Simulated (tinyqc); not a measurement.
Worked calculation: spin coating of a resist or spin-on film: centrifugal thinning, evaporation and the final thickness (Emslie and Meyerhofer models). Computed by tinyqc, a small Python program that keeps every step. Command: `OMP_NUM_THREADS=1 python tinyqc.py 3113695 3113696 out.jsonl spincoat walk`. One thread of a shared host (Intel(R) Xeon(R) Processor @ 2.30GHz), about 0.09 s of CPU time with the checks. Intermediate numbers are printed to about 6 digits and carried at full precision; extremes and crossings named in words are read from the listed rows.

A Newtonian film stays uniform over the wafer; solvent and solids have the same density and the concentration is uniform through the thickness.

Inputs (values chosen for the exercise, of the order of those of a polymer resist in an ester solvent): solids volume fraction c0 = 0.058; kinematic viscosity of the solvent nu_s = 2.1 mm^2/s; viscosity constant k = 390 mm^2/s; viscosity exponent gamma = 2.9; spin speed f = 3000 rpm; evaporation rate at 1000 rpm e0 = 0.091 micrometre/s; starting thickness h0 = 300 micrometre; time t = 2.3 s; wafer radius R = 100 mm; shrinkage in the bake = 7 %.

## Rates

omega = 2 pi f/60; nu(c) = nu_s + k c^gamma; evaporation rate e = e0 sqrt(f/1000 rpm). Flow constant K = 2 omega^2/(3 nu(c0)); Reynolds number of the air omega R^2/nu_air with nu_air = 15 mm^2/s.

omega = 314.159 1/s

nu(c0) = 2.20116 mm^2/s

evaporation rate e = 0.157617 micrometre/s

flow constant K = 0.0298921 1/(micrometre^2 s)

Reynolds number of the air = 209440

## Thinning without evaporation

dh/dt = -K h^3 gives h = h0/sqrt(1 + 2 K h0^2 t); for long times h = 1/sqrt(2 K t).

h(t) without evaporation = 2.69665 micrometre

long-time form = 2.69676 micrometre

time 1/(2 K h0^2) = 1.85853e-04 s

The long-time form is within 0.0040 %: the starting thickness is forgotten.

## The two-stage estimate

Meyerhofer estimate: flow rules until (1 - c0) K h^3 = e, then evaporation alone: h_w = (e/((1 - c0) K))^(1/3), dry film c0 h_w.

wet thickness h_w = 1.77554 micrometre

dry film, estimate = 102.982 nm

drying time (1 - c0) h_w/e = 10.6116 s

## First explicit step of the full model

Solids s and liquid l per area start at s = c0 h0, l = (1 - c0) h0. With h = h0 and c = c0: Q = K h^3, K = 2 omega^2/(3 nu); one Euler step of length dt = 0.01 h0/Q for s and l, ds/dt = -c Q, dl/dt = -(1 - c) Q - e.

Q = 807088 micrometre/s

dt = 3.71707e-06 s

s = 17.226 micrometre

l = 279.774 micrometre

Q/e at the start = 5.12058e+06

## The full model

Full model for solids s and liquid l per area, h = s + l, c = s/h: ds/dt = -c Q, dl/dt = -(1 - c) Q - e, Q = 2 omega^2 h^3/(3 nu(c)); integrated adaptively (relative tolerance 1e-9) until l = 0. Dry film = s at l = 0, before the bake; film after the bake = s x (1 - shrinkage).

time to dry = 12.9075 s

dry film = 104.641 nm

film after the bake = 97.3166 nm

## Course in time

Times are fractions of the time to dry.

History:
```
fraction    t (s)  h (micrometre)         c  nu (mm^2/s)          Q/e   s (nm)
0.003      0.0387         20.7318  0.058011       2.2012  1.68987e+03  1202.68
0.010      0.1291         11.3678  0.058069       2.2015  2.78557e+02   660.12
0.030      0.3872          6.5475  0.058361       2.2030  5.31880e+01   382.12
0.100      1.2907          3.5212  0.060252       2.2130  8.23562e+00   212.16
0.200      2.5815          2.3862  0.064746       2.2392  2.53290e+00   154.49
0.350      4.5176          1.6366  0.075737       2.3193  7.88983e-01   123.95
0.500      6.4537          1.1821  0.094415       2.5156  2.74144e-01   111.61
0.700      9.0352          0.7205  0.146589       3.5885  4.35155e-02   105.62
0.900     11.6167          0.3081  0.339657      19.1249  6.38474e-04   104.65
```

Q/e drops below 1 between t = 2.6 and 4.5 s, when c has risen from 0.058 to about 0.076; after that row the solids fall by a further 16 %. The full model gives 1.02 times the two-stage estimate.

## Spin curve

The formulas are those given above.

Dry film against speed:
```
f (rpm)  full model (nm)  estimate (nm)  time to dry (s)
500              256.318        252.252          77.4392
1000             181.244        178.369          38.7213
1500             147.985        145.638          25.8146
2000             128.159        126.126          19.3611
3000             104.641        102.982          12.9075
4000              90.622         89.185           9.6806
6000              73.993         72.819           6.4538
```

The full thickness goes as f^-0.500; the estimate as (e/omega^2)^(1/3) = f^(-1/2). The time to dry goes as f^-1.00. A thickness window of 1 % allows a speed error of about 2 %.

Checks made by the program: constant-viscosity run against c0 h0 exp(-int K h^2 dt) (relative difference 2e-05).
